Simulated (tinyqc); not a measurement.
Thermoelectric coefficients of a parabolic band, Landauer integrals: two steps of the calculation.

Bulk parabolic band, x = (E - Ec)/kB T, C = hbar^2/(2 m0), kB T in eV. Modes per area gv m kB T x/(4 pi C) times the back-scattering length l0 x^rr give the transport function s0 X(x), s0 = (2 q^2/h) gv m kB T l0/(4 pi C), X = x^(1 + rr). I_k = int X (x - eta)^k w dx, w = 1/(4 cosh^2((x - eta)/2)).

Parameters, values chosen for the exercise:
- T = 200 K (temperature)
- m = 1.1 m0 (mass of one valley)
- gv = 4 (valleys)
- l0 = 1.1 nm (back-scattering length at x = 1)
- rr = 2 (energy exponent of that length)
- eta = -0.9 (reduced Fermi level (EF - Ec)/kB T)
- xa = 0 (lower end of the grid)
- xe = 10 (upper end of the grid)
- nE = 15 (points of the grid)

Constants: q = 1.602176634e-19 C, kB = 1.380649e-23 J/K, hbar = 1.054571817e-34 J s, h = 6.62607015e-34 J s, m0 = 9.1093837015e-31 kg, Vt = kB T/q, hbar^2/(2 m0) = 0.0380998212 eV nm^2. Results are converted to the units shown.

Problem 1. The three integrals on a coarse grid. Simpson's rule on nE equally spaced points from xa to xe.

Give: x; X; w; X w; I_0, I_1, I_2 on this grid.

Solution 1.

| point | x | X | w | X w |
|---|---|---|---|---|
| 0 | 0.00 | 0 | 0.2055 | 0 |
| 1 | 0.71 | 0.3644 | 0.1384 | 0.05045 |
| 2 | 1.43 | 2.915 | 0.08090 | 0.2359 |
| 3 | 2.14 | 9.840 | 0.04345 | 0.4276 |
| 4 | 2.86 | 23.32 | 0.02230 | 0.5200 |
| 5 | 3.57 | 45.55 | 0.01117 | 0.5090 |
| 6 | 4.29 | 78.72 | 0.005534 | 0.4356 |
| 7 | 5.00 | 125.0 | 0.002724 | 0.3406 |
| 8 | 5.71 | 186.6 | 0.001337 | 0.2496 |
| 9 | 6.43 | 265.7 | 6.556e-4 | 0.1742 |
| 10 | 7.14 | 364.4 | 3.212e-4 | 0.1170 |
| 11 | 7.86 | 485.1 | 1.573e-4 | 0.07629 |
| 12 | 8.57 | 629.7 | 7.701e-5 | 0.04850 |
| 13 | 9.29 | 800.7 | 3.770e-5 | 0.03019 |
| 14 | 10.00 | 1000 | 1.846e-5 | 0.01846 |

I_0, I_1, I_2 on this grid: [2.301, 11.31, 63.42]

Problem 2. Coefficients of the electrons. sigma = s0 I_0, S = -(kB/q) I_1/I_0, Lorenz number L = (kB/q)^2 [I_2/I_0 - (I_1/I_0)^2], kappa_e = L sigma T.

converged I_0, I_1, I_2: [2.3282498, 11.622857, 67.234103]

Wanted: s0; sigma; S; L; kappa_e.

Solution 2.

s0 = 135.0 S/cm
sigma = 314.3 S/cm
S = -430.2 uV/K
L = 2.938 x 1e-8 V^2/K^2
kappa_e = 0.1847 W/(m K)

L is 20 % above the Sommerfeld value (pi^2/3)(kB/q)^2 = 2.443e-8 V^2/K^2.

Range of the model: Parabolic bands, elastic scattering and a fixed kL make these model figures, not those of a material.

Numbers from tinyqc (`OMP_NUM_THREADS=1 python tinyqc.py 2800016 2800017 out.jsonl`; about 0.03 s on one thread of a shared Intel Xeon 2.30GHz).
